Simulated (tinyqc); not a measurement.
Telling the models apart: thermal, flicker and telegraph noise of a field-effect transistor. Computed by tinyqc, a small Python program. Command: `OMP_NUM_THREADS=1 python tinyqc.py 3005790 3005791 out.jsonl noise walk`. One thread of a shared host (Intel(R) Xeon(R) Processor @ 2.30GHz), about 0.01 s of CPU time with the checks.

Strong inversion, threshold roll-off and channel-length modulation left out; noise sources are uncorrelated and are given as one-sided spectral densities.

Inputs (values chosen for the exercise, modelled on a high-k silicon transistor):

| quantity | value | unit |
|---|---|---|
| width W | 6.8 | micrometre |
| length L | 67 | nm |
| electrical oxide thickness t | 1.8 | nm |
| mobility mu | 410 | cm^2/(V s) |
| saturation velocity v_s | 0.73 | 1e7 cm/s |
| oxide trap density N_t | 1.7e+18 | 1/(eV cm^3) |
| oxide barrier phi | 2.5 | eV |
| oxide mass m_ox | 0.32 | m_0 |
| Coulomb scattering coefficient alpha_sc | 2700 | V s/C |
| frequency f | 100 | Hz |
| temperature T | 400 | K |

Operating region: saturation. Flicker model: number with correlated mobility.

Constants: eps_0 = 8.8541878128e-12 F/m; hbar = 1.054571817e-34 J s; m_0 = 9.1093837015e-31 kg; e = 1.602176634e-19 C; k_B = 8.617333262e-05 eV/K.

Method. C_ox = 3.9 eps_0/t; V_c = 2 v_s L/mu; I = W C_ox v_s V_ov^2/(V_ov + V_c); g_m = W C_ox v_s V_ov (V_ov + 2 V_c)/(V_ov + V_c)^2; g_d0 = mu C_ox (W/L) V_ov. Tunnelling length lambda = hbar/(2 sqrt(2 m_ox phi)); flat-band noise S_Vfb = e^2 k_B T lambda N_t/(W L C_ox^2 f). S_I = g_m^2 S_Vfb (1 + alpha_sc mu C_ox I/g_m)^2.

Against the overdrive:

| V_ov (V) | I (microampere) | (g_m/I)^2 (1/V^2) | S_I/I^2 (1/Hz) | S_I/g_m^2 (V^2/Hz) |
|---|---|---|---|---|
| 0.20 | 868.5 | 59.598 | 9.4849e-10 | 1.5915e-11 |
| 0.25 | 1218.2 | 35.441 | 6.3858e-10 | 1.8018e-11 |
| 0.32 | 1745.8 | 19.889 | 4.2426e-10 | 2.1331e-11 |
| 0.40 | 2386.0 | 11.793 | 3.0235e-10 | 2.5639e-11 |
| 0.50 | 3223.4 | 7.002 | 2.2270e-10 | 3.1806e-11 |
| 0.63 | 4351.5 | 4.094 | 1.6834e-10 | 4.1121e-11 |
| 0.80 | 5868.3 | 2.363 | 1.3118e-10 | 5.5520e-11 |
| 1.00 | 7688.6 | 1.422 | 1.0765e-10 | 7.5687e-11 |

What follows from these numbers?

S_I/I^2 falls as V_ov^-1.77 at first and V_ov^-0.89 at the end; (g_m/I)^2 as V_ov^-2.33 and V_ov^-2.27. The input-referred noise rises by a factor 4.76, because trapped charge also scatters, and that term grows with I/g_m.
